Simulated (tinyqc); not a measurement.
## Lossy interposer transmission line with skin effect: line properties against frequency

A uniform line in a homogeneous dielectric: c = sqrt(er)/(c0 Z0), l = Z0 sqrt(er)/c0 (c0 = 299792458 m/s), g = w c td, w = 2 pi f. The resistance joins its limits as r = sqrt(r_dc^2 + r_hf^2), with r_dc = rho/(wd th), r_hf = kr rho/(2 delta (wd + th)), delta = sqrt(rho/(pi f mu0)), mu0 = 4 pi 1e-7 H/m; this is an interpolation, and internal inductance, up to 0.05 nH/mm at low frequency, is neglected.

gamma = sqrt((r + i w l)(g + i w c)) = alpha + i beta, Zc = sqrt((r + i w l)/(g + i w c)), roots with positive real part; loss 8.685889638 alpha in dB; phase velocity w/beta. ZL = 1/(1/RL + i w CL); reflection (ZL - Zc)/(ZL + Zc); Zin = Zc (ZL + Zc tanh(gamma len))/(Zc + ZL tanh(gamma len)); H = V_load/V_source = [Zin/(Zin + Rg)]/[cosh(gamma len) + (Zc/ZL) sinh(gamma len)].

Values chosen for this exercise:
- wd = 5.4 um (width of the strip)
- th = 2.6 um (thickness of the strip)
- rho = 2.2 uohm cm (resistivity)
- er = 3 (relative permittivity)
- td = 0.002 (loss tangent)
- Z0 = 40 ohm (lossless impedance sqrt(l/c))
- kr = 1.5 (factor for crowding and the return path)
- len = 5 mm (length)
- Rg = 25 ohm (source resistance)
- RL = 1000 ohm (load resistance)
- CL = 0 fF (load capacitance)

Line properties against frequency:
```
f (GHz)  r (ohm/mm)   r/(w l)  loss (dB/mm)  |Zc| (ohm)  phase velocity over c0  length in wavelengths   |H| (dB)
0.01         1.5694    108.08      0.023095      415.86                0.078253              0.0021313   -0.28073
0.03         1.5742    36.139      0.039698      240.51                 0.13409              0.0037315   -0.28093
0.09         1.5887    12.157      0.067221      139.70                 0.22496              0.0066726   -0.28116
0.3          1.6384    3.7611       0.11389      78.910                 0.36945               0.013543   -0.27803
0.8          1.7510    1.5074       0.16072      53.798                 0.48744               0.027373   -0.24636
2            1.9955   0.68714       0.20662      44.060                 0.54899               0.060759  -0.042180
7            2.7926   0.27475       0.30266      40.734                 0.57215                0.20405     1.4489
20           4.2098   0.14496       0.46221      40.208                 0.57589                0.57922    -1.3377
60           6.9467  0.079735       0.77256      40.063                 0.57692                 1.7346    -1.5987
```

What does the comparison show?

r equals w l at 1.28 GHz: below it |Zc| and the delay grow as in an RC line, above it |Zc| tends to Z0 = 40 ohm and the velocity to 1/sqrt(er) = 0.577 c0. The loss goes as f^(0.49) between the first two rows and f^(0.47) between the last two. |H| is -0.281 dB in the first row and -1.60 dB in the last; between rows it can pass through resonances that the table doesn't show.

tinyqc, about 0.01 s, one thread, Intel Xeon 2.30GHz (shared host): `OMP_NUM_THREADS=1 python tinyqc.py 2810119 2810120 out.jsonl`
